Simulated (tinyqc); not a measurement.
# Diffusion length from constant photovoltage

Problem. In a thick sample with a thin depletion layer the excess density at its edge goes as flux/(1/alpha + L), so the flux needed for a fixed surface photovoltage is proportional to 1/alpha + L. Find L.

photon flux for the same photovoltage at absorption coefficients 120 and 820 1/cm (relative units): 167.33333  96.195122

Answer. The line of flux against 1/alpha meets zero at -L.

slope against 1/alpha = 1.00 1/um
L = 84.0 um

tinyqc, about 0.01 s, one thread, Intel Xeon 2.30GHz (shared host): `OMP_NUM_THREADS=1 python tinyqc.py 2430007 2430008 out.jsonl`
